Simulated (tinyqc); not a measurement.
Doping density: delta-doped layer in the Thomas-Fermi potential.

All donors ionised in the plane z = 0, zero temperature, energies from the Fermi level EF of the Thomas-Fermi model, which lies at the bulk band edge; c = hbar^2/2m0, q = e^2/(4 pi eps0). gv = 4 equivalent valleys, m_d = sqrt(m3^3/mz) in the plane. With n = (gv/3 pi^2)(m3 (-V)/c)^(3/2) and V'' = -(4 pi q/eps) n for z > 0, the solution is V = -b/(|z| + z0)^4 with sqrt(b) = 20/K, K = (4 pi q/eps)(gv/3 pi^2)(m3/c)^(3/2), and z0^5 = 4b/(e F0), e F0 = 2 pi q N/eps; 1e13/cm^2 = 1e-3/angstrom^2. Exchange and correlation are left out.

Subbands solve -(c/m_z) psi'' + V psi = E psi on 1280 points of spacing z0/80; up to ten levels for each group, kept if bound with an rms width below 2.5 z0.

Constants: hbar^2/2m0 = 3.80998211 eV angstrom^2; e^2/(4 pi eps0) = 14.39964547 eV angstrom.

Parameters, chosen for this exercise (near those of a delta-doped layer in Ge; not measured data): m3 = 0.214 m0 (density-of-states mass of a valley); mz = 0.124 m0 (mass along z); eps = 15.9 (dielectric constant); Nl = (0.071, 0.14, 0.28, 0.5, 0.85, 1.4, 2.3) x 1e13/cm^2 (sheet densities).

The well, the lowest level and the filling anew; at zero temperature n_i = g m_d (mu - E_i)/(2 pi c), with mu fixed by sum n_i = N.

Results:
```
N (1e13/cm^2)  z0 (angstrom)  depth (eV)  lowest (eV)  next - lowest (eV)  occupied  share of lowest (%)
0.071                   98.9      0.0100      -0.0017                   -         1                100.0
0.14                    86.3      0.0172      -0.0033                   -         1                100.0
0.28                    75.2      0.0299      -0.0067                   -         1                100.0
0.50                    66.9      0.0476      -0.0119                   -         1                100.0
0.85                    60.2      0.0728      -0.0200                   -         1                100.0
1.4                     54.5      0.1085      -0.0324                   -         1                100.0
2.3                     49.3      0.1614      -0.0521                   -         1                100.0
```

The depth grows as N^(4/5) and z0 shrinks as N^(-1/5): factors 16.2 and 2.00 for 32 times the doping. The lowest level deepens faster, with exponent 0.99, since the zero-point energy takes a smaller share of a deeper well (83 % falling to 68 %). The number of occupied subbands stays at 1. Up to N = 0.28 the donor spacing exceeds 1.5 Bohr radii (one radius, a0 eps/m with the density-of-states mass, is 39 angstrom), where a uniform sheet is a crude picture of discrete donors (beyond about three radii electrons stay on single donors).

tinyqc: `OMP_NUM_THREADS=1 python tinyqc.py 1282702 1282703 out.jsonl`; about 0.1 s, one thread, shared Intel(R) Xeon(R) Processor @ 2.30GHz.
